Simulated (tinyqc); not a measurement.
Lorentz oscillators and the Kramers-Kronig relations: sweeps and comparisons. A value that a table varies takes the place of the one given here.

eps(E) = 1 + sum_j S_j/(E0_j^2 - E^2 - i G_j E).

Kramers-Kronig: eps1(E) = 1 + (2/pi) P integral_0^infinity E1 eps2(E1)/(E1^2 - E^2) dE1. Maclaurin rule on the grid E_j = j h, j = 1 .. M: eps1(E_i) = 1 + (4 h/pi) sum over j with j - i odd of E_j eps2(E_j)/(E_j^2 - E_i^2); nothing is added above E_M.

n + i k = sqrt(eps1 + i eps2) with k >= 0; R = ((n - 1)^2 + k^2)/((n + 1)^2 + k^2) at normal incidence from vacuum; alpha = 2 E k/(hbar c), times 1e8 for 1/cm; loss function Im(-1/eps) = eps2/(eps1^2 + eps2^2).

Constants: hbar c = 1973.269805 eV angstrom.

Inputs chosen for the exercise (line positions loosely like those of Si; Lorentz tails absorb below the gap, where the real solid is clear; shifted at random, so the results belong to these values and not to a real crystal):
```
symbol  value                unit  meaning
E0      (3.28, 4.09, 5.26)   eV    resonances
G       (0.21, 0.51, 0.99)   eV    widths
S       (39.1, 120.8, 62.5)  eV^2  strengths
h       0.5                  eV    grid step
M       40                         grid points E_j = j h
E_t     1.8                  eV    energy below the first line
E       4.97                 eV    photon energy
```

## Numerical transform against the formula

Every third grid point is listed; the error is the transform minus the formula.

Dielectric function:
```
E (eV)    eps2  eps1 formula  eps1 transform    error
1.00     0.422        15.018          11.065   -3.953
2.50     2.712        23.797          25.217    1.420
4.00    55.321        17.277           4.978  -12.299
5.50    11.266       -14.008         -14.911   -0.902
7.00     1.309        -6.369          -5.059    1.310
8.50     0.443        -3.152          -3.583   -0.431
10.00    0.215        -1.731          -1.183    0.549
11.50    0.124        -0.955          -1.169   -0.214
13.00    0.079        -0.477          -0.174    0.304
14.50    0.054        -0.159          -0.290   -0.131
16.00    0.038         0.064           0.255    0.192
17.50    0.028         0.227           0.136   -0.091
19.00    0.022         0.351           0.478    0.127
```

What does this show, and why?

The largest error listed is -12.299 at 4.00 eV. The rule samples every 2h = 1 eV and the narrowest line is 0.21 eV wide, so it is not resolved. The grid ends at 20 eV, where eps2 is still 0.018; the error at the last point listed, nearest the missing tail, is +0.127.

## How far the spectrum must be known

The integrals are done by adaptive quadrature and cut at E_cut. f-sum share: (2/pi) integral of E eps2 over sum S. Static share: (2/pi) integral of eps2/E over eps(0) - 1.

Cut integrals:
```
E_cut (eV)  eps1(E_t)  f-sum share  static share
4.2            12.885        0.487         0.687
5.8            17.076        0.855         0.960
7.9            17.549        0.936         0.993
10.5           17.615        0.958         0.998
15.8           17.639        0.975         0.999
26.3           17.646        0.985         1.000
```

eps1(E_t) from the formula = 17.647

What can be read from the table?

Cut at 5.8 eV, just above the last line, eps1(E_t) lacks 0.572; cut at 26.3 eV it lacks 0.002. At 7.9 eV the static sum has reached 0.993 and the f-sum only 0.936: the f-sum weights eps2 by E and the static sum by 1/E, so the f-sum needs the far tail.

## Optical constants across the spectrum

Spectrum:
```
E (eV)     eps1    eps2      n      k      R   loss
0.79     14.663   0.317  3.829  0.041  0.343  0.001
1.86     17.967   1.129  4.241  0.133  0.383  0.003
2.94     35.692   8.144  6.013  0.677  0.515  0.006
4.02     13.939  57.507  6.046  4.756  0.665  0.016
5.09     -9.893  14.682  1.976  3.715  0.651  0.047
6.17    -10.437   3.509  0.536  3.275  0.836  0.029
7.24     -5.616   1.055  0.222  2.380  0.876  0.032
8.32     -3.402   0.492  0.133  1.849  0.887  0.042
9.40     -2.189   0.279  0.094  1.482  0.889  0.057
10.47    -1.442   0.178  0.074  1.203  0.886  0.084
11.55    -0.936   0.122  0.063  0.969  0.879  0.137
12.62    -0.580   0.088  0.057  0.764  0.865  0.255
```

What can be read from the table?

Among the energies listed the largest values are at (eV): eps2 4.02; n 4.02; k 4.02; R 9.40; loss 12.62 (last row, still rising). eps1 crosses zero at 3.34, 3.42, 4.09 and 15.52 eV; the last crossing is upward and marks the plasmon, against sqrt(sum S) = 14.91 eV for free electrons.

## What each oscillator parameter does

At the energy E. Each row changes one parameter from the base and keeps the others.

Results:
```
case                              eps1    eps2      n      k      R
base                            -9.933  13.899  1.891  3.675  0.654
E0 = (3.28, 4.295, 5.26) eV    -12.763  16.249  1.987  4.088  0.690
G = (0.21, 0.765, 0.99) eV      -8.516  15.411  2.132  3.614  0.627
S = (39.1, 144.96, 62.5) eV^2  -12.685  14.774  1.842  4.010  0.695
E = 5.218 eV                   -11.151  14.909  1.932  3.858  0.671
```

What can be read from the table?

The largest shifts from the base row, up to three for each result and ties (the steps differ in size, so this ranks the rows, not the parameters). eps1: E0 -2.830, S -2.752, G +1.416. eps2: E0 +2.349, G +1.512, E +1.010. n: G +0.241, E0 +0.096, S -0.049. k: E0 +0.413, S +0.334, E +0.183. R: S +0.041, E0 +0.036, G -0.027.

Computed by tinyqc, a small Python program: `OMP_NUM_THREADS=1 python tinyqc.py 1652694 1652695 out.jsonl` (the numbers bound the seed that draws the inputs); one thread of a shared host (Intel(R) Xeon(R) Processor @ 2.30GHz), about 0.2 s for the whole set of steps.
